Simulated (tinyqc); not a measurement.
From results back to parameters: round or elliptic silicon nanowire with anisotropic valleys (Ritz method).

Problem. For a circular wire every level scales as 1/R^2. The lowest level of group A was computed from a hidden radius.

Wire along x = [100] on a (001) wafer, y = [010], z = [001]. Valley groups, two valleys each (w = inverse masses): A, axis along z: w_y = 1/mt, w_z = 1/ml, m_x = mt; B, axis along y: w_y = 1/ml, w_z = 1/mt, m_x = mt; C, axis along x: w_y = w_z = 1/mt, m_x = ml.

Hard wall on the ellipse (y/a)^2 + (z/b)^2 = 1, c = hbar^2/2m0. With u = y/a, v = z/b the operator is -c [(w_y/a^2) d2/du2 + (w_z/b^2) d2/dv2] on the unit disc. Basis (1 - u^2 - v^2) u^i v^j; S, X and Y are the disc integrals of f f', (df/du)(df'/du) and (df/dv)(df'/dv), from the integral of u^p v^q = 2 Gamma((p+1)/2) Gamma((q+1)/2)/((p + q + 2) Gamma((p+q+2)/2)) for even p, q; H = c (w_y X/a^2 + w_z Y/b^2).

Converged values use 21 functions of each parity class (e or o in u, then in v).

Constants: hbar^2/2m0 = 3.80998211 eV angstrom^2.

Inputs chosen for the exercise (out of a larger set: near those of a Si nanowire; not measured data): ml = 0.929 m0 (longitudinal mass); mt = 0.191 m0 (transverse mass).

level = 0.042714 eV

Find: E R^2/c; R.

Solution. Solve once for R = 1 and scale. The mean inverse mass would give 2.404826^2 (1/mt + 1/ml)/2 = 18.252, 1.8 % too high.

E R^2/c = 17.938
R = 40.0 angstrom

Program tinyqc; command `OMP_NUM_THREADS=1 python tinyqc.py 1251513 1251514 out.jsonl`; about 0.02 s on one thread of a shared Intel(R) Xeon(R) Processor @ 2.30GHz.
